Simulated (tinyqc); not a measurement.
Lossy on-chip transmission line with skin effect: line properties against frequency.

A uniform line in a homogeneous dielectric: c = sqrt(er)/(c0 Z0), l = Z0 sqrt(er)/c0 (c0 = 299792458 m/s), g = w c td, w = 2 pi f. The resistance joins its limits as r = sqrt(r_dc^2 + r_hf^2), with r_dc = rho/(wd th), r_hf = kr rho/(2 delta (wd + th)), delta = sqrt(rho/(pi f mu0)), mu0 = 4 pi 1e-7 H/m; this is an interpolation, and internal inductance, up to 0.05 nH/mm at low frequency, is neglected.

gamma = sqrt((r + i w l)(g + i w c)) = alpha + i beta, Zc = sqrt((r + i w l)/(g + i w c)), roots with positive real part; loss 8.685889638 alpha in dB; phase velocity w/beta. ZL = 1/(1/RL + i w CL); reflection (ZL - Zc)/(ZL + Zc); Zin = Zc (ZL + Zc tanh(gamma len))/(Zc + ZL tanh(gamma len)); H = V_load/V_source = [Zin/(Zin + Rg)]/[cosh(gamma len) + (Zc/ZL) sinh(gamma len)].

Parameters, values chosen for the exercise:
```
symbol,value,unit,meaning
wd,1.9,um,width of the strip
th,1.9,um,thickness of the strip
rho,2.2,uohm cm,resistivity
er,3.5,,relative permittivity
td,0,,loss tangent
Z0,75,ohm,lossless impedance sqrt(l/c)
kr,2,,factor for crowding and the return path
len,2.1,mm,length
Rg,100,ohm,source resistance
RL,1000,ohm,load resistance
CL,0,fF,load capacitance
```

Line properties against frequency:
```
f (GHz)  r (ohm/mm)  r/(w l)  loss (dB/mm)  |Zc| (ohm)  phase velocity over c0  length in wavelengths  |H| (dB)
0.01          6.099    207.4       0.03460        1080                 0.05236               0.001338   -0.9284
0.03          6.109    69.25       0.05969       624.1                 0.09019               0.002330   -0.9286
0.09          6.138    23.19        0.1022       361.4                  0.1536               0.004104   -0.9292
0.3           6.240    7.074        0.1791       200.5                  0.2649               0.007933   -0.9327
0.8           6.477    2.753        0.2676       128.4                  0.3814                0.01469   -0.9489
2             7.012    1.192        0.3592       93.56                  0.4728                0.02963    -1.033
7             8.902   0.4324        0.5043       78.28                  0.5229                0.09376    -1.922
20            12.55   0.2133        0.7225       75.84                  0.5315                 0.2636    -4.150
60            19.95   0.1131         1.153       75.24                  0.5337                 0.7875    -4.947
```

r equals w l at 2.45 GHz: below it |Zc| and the delay grow as in an RC line, above it |Zc| tends to Z0 = 75 ohm and the velocity to 1/sqrt(er) = 0.535 c0. The loss goes as f^(0.50) between the first two rows and f^(0.43) between the last two. |H| is -0.928 dB in the first row and -4.95 dB in the last; between rows it can pass through resonances that the table doesn't show.

tinyqc, about 0.01 s, one thread, Intel Xeon 2.30GHz (shared host): `OMP_NUM_THREADS=1 python tinyqc.py 2810163 2810164 out.jsonl`
